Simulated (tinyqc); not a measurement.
Isotype n-N heterojunction, non-linear Poisson equation by Newton steps, Fermi-Dirac statistics: effect of the donor density of material 2.

One dimension, material 1 (n-type) at x < 0 and material 2 (n-type) at x > 0. Band edges: Ec = -psi in material 1 and -psi + dEc in material 2, Ev = Ec - Eg. Equilibrium, Fermi level at 0. n = Nc F((EFn - Ec)/Vt), p = Nv F((Ev - EFp)/Vt), with F(eta) = F_1/2(eta) = (2/sqrt(pi)) int_0^infinity sqrt(u) du/(1 + exp(u - eta)) (Fermi-Dirac statistics); full ionisation, no interface charge, classical densities; the doping types are chosen for the exercise.

Exact first integral: on each side D^2/(2 eps0 er) = G, G = q [Vt (nI_j - nI_b) + Vt (pI_j - pI_b) - C (psi_j - psi_b)], with C = +N1 or +N2, b the neutral end of that side, and nI, pI the densities with F_1/2 replaced by F_3/2(eta) = (4/(3 sqrt(pi))) int_0^infinity u^(3/2) du/(1 + exp(u - eta)). D is continuous, so er1 G1(psi_j) = er2 G2(psi_j) fixes psi_j. Ends from Nc1 F(psi_L/Vt) = N1 and Nc2 F((V + psi_R - dEc)/Vt) = N2. D is counted positive when psi rises towards material 2.

Parameters, values chosen for the exercise; band and dielectric values those of a made-up pair: temperature T = 300 K; band gap of material 1 Eg1 = 1.77 eV; relative permittivity of material 1 er1 = 9.85; conduction-band density of states of material 1 Nc1 = 7.55e17 cm^-3; valence-band density of states of material 1 Nv1 = 1.98e19 cm^-3; band gap of material 2 Eg2 = 2.34 eV; relative permittivity of material 2 er2 = 8.68; conduction-band density of states of material 2 Nc2 = 2.25e18 cm^-3; valence-band density of states of material 2 Nv2 = 1.58e19 cm^-3; conduction-band offset Ec2 - Ec1 dEc = -0.21 eV; donor density of material 1 N1 = 1.7e16 cm^-3; bias of side 1 against side 2 V = 0 V.

Constants: q = 1.602176634e-19 C, kB = 1.380649e-23 J/K, Vt = kB T/q, eps0 = 8.8541878128e-14 F/cm where lengths are in cm. Results are converted to the units shown.

Effect of the donor density of material 2:
```
N2 (cm^-3)	psi_R - psi_L (V)	psi_j - psi_L (V)	psi_R - psi_j (V)	D/q (cm^-2)	n_j in 1 (cm^-3)	n_j in 2 (cm^-3)
2.6e16	-0.2273	-0.1757	-0.05166	-1.665e11	1.917e13	1.870e17
5.3e16	-0.2088	-0.1694	-0.03944	-1.630e11	2.445e13	2.367e17
1.1e17	-0.1897	-0.1607	-0.02901	-1.580e11	3.422e13	3.266e17
2.3e17	-0.1702	-0.1495	-0.02069	-1.512e11	5.284e13	4.916e17
4.9e17	-0.1496	-0.1353	-0.01428	-1.423e11	9.149e13	8.100e17
1e18	-0.1291	-0.1192	-0.009893	-1.315e11	1.706e14	1.382e18
2.1e18	-0.1055	-0.09887	-0.006628	-1.166e11	3.740e14	2.538e18
4.5e18	-0.07642	-0.07225	-0.004170	-9.414e10	1.047e15	4.947e18
```

As N2 goes from 2.6e16 to 4.5e18, the total bending rises from -0.227 to -0.0764 V and the sheet charge D/q rises from -1.66e11 to -9.41e10 cm^-2; the share of the bending in material 1 rises from 77.3 to 94.5 %. In every row electrons move into material 2, which accumulates, while the other side depletes. For N2 = 2.1e18, 4.5e18 the carriers at the interface are degenerate and confined to a layer thin enough for quantisation, which is left out.

Computed by the program tinyqc: `OMP_NUM_THREADS=1 python tinyqc.py 2040032 2040033 out.jsonl`, one thread of a shared Intel Xeon 2.30GHz, about 0.08 s for the whole run.
